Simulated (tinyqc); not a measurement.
Equation-of-state fits to an energy-volume table made by a known binding curve: one step, computed by the program tinyqc.

With x = (V/V_0)^(1/3), the energy per atom is E = D [m x^-n - n x^-m]/(n - m), so that B0 = D n m/(9 V_0) and B' = (n + m + 6)/3. B' = dB/dP at P = 0.

Question. Exact values of the curve. B0 and B' from the formulas above; P = -dE/dV at V = c V_0 (c the compression chosen), from the curve itself.

Inputs (values chosen for the exercise, for a model crystal):

| quantity | value | unit |
|---|---|---|
| cohesive energy D | 5.12 | eV/atom |
| true volume V_0 | 27.3 | angstrom^3/atom |
| repulsive exponent n | 8 | - |
| attractive exponent m | 4 | - |
| compression V/V_0 for the pressure test | 0.85 | - |

Binding curve: Mie. Noise: added.

Constants: 1 eV/angstrom^3 = 160.2176634 GPa.

Give: exact B0; exact B'; exact pressure at c V_0.

Answer.

exact B0 = 106.8 GPa

exact B' = 6

exact pressure at c V_0 = 28.33 GPa
